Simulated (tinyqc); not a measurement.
Gain factor and gap resistance from two string resistances.

Question. At small bit-line voltage each of the 64 cells has the resistance 1/(K x) at overdrive x (no mobility reduction) in series with a gap resistance Rg. Find K, Rg and the share of the gaps at the higher overdrive.

resistance of a string of 64 equal cells at overdrives of 4.1 and 7.9 V (kohm): [3439.7375, 2074.5574]

Solution. The resistance per cell is a straight line in 1/x with slope 1/K and intercept Rg.

K = 5.500 uA/V^2
Rg = 9.400 kohm
share of the gaps = 29.00 %

tinyqc, about 0.8 s, one thread, Intel Xeon 2.30GHz (shared host): `OMP_NUM_THREADS=1 python tinyqc.py 2142144 2142145 out.jsonl`
